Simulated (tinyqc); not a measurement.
CMOS inverter, nodal equation and switching: one step of the calculation.

An n-channel pull-down (bn, VTn) and a p-channel pull-up (bp, VTp) share the input Vin and the output node Vout, which carries the load C. Transistor (EKV form, voltages against the body): I = 2 n b Vt^2 [F(vp - Vs) - F(vp - Vd)] from drain to source, F(v) = ln^2(1 + exp(v/(2 Vt))), vp = (Vg - VT + sg |Vd - Vs|)/n. n-channel bodies are at 0; for the p-channel device all voltages are counted down from Vdd. b in uA/V^2 gives I in uA. Static: In = Ip. Transient: C dVout/dt = Ip - In. No velocity saturation, no gate capacitance beyond C.

Problem. Transfer curve. For each Vin solve In = Ip; gain = dVout/dVin.

Values chosen for this exercise: temperature T = 273 K; supply voltage Vdd = 0.8 V; slope factor n = 1.3; drain-induced barrier lowering sg = 0.032; n-channel threshold VTn = 0.35 V; p-channel threshold (magnitude) VTp = 0.37 V; gain factor of the pull-down transistor bn = 360 uA/V^2; gain factor of the pull-up transistor bp = 360 uA/V^2; input voltage Vin = 0.36 V.

Constants: q = 1.602176634e-19 C, kB = 1.380649e-23 J/K, Vt = kB T/q. Results are converted to the units shown.

```
point,Vin (V)
0,0
1,0.08
2,0.16
3,0.24
4,0.32
5,0.4
6,0.48
7,0.56
8,0.64
9,0.72
10,0.8
```

Wanted: Vout; supply current; gain.

Solution.

```
point,Vout (V),supply current (uA),gain
0,0.80000,1.2751e-5,0.000
1,0.80000,1.7211e-4,0.000
2,0.79998,0.0022440,-0.001
3,0.79961,0.026084,-0.014
4,0.79372,0.22309,-0.219
5,0.11093,0.75411,-16.268
6,0.00314,0.13622,-0.108
7,0.00019,0.014398,-0.007
8,0.00001,0.0011882,0.000
9,0.00000,8.9948e-5,0.000
10,0.00000,6.6393e-6,0.000
```

The switching point Vin = Vout lies at 0.3903 V, with a gain of -31.2.

Program tinyqc, `OMP_NUM_THREADS=1 python tinyqc.py 2340041 2340042 out.jsonl`; Intel Xeon 2.30GHz, shared host, one thread, about 0.03 s.
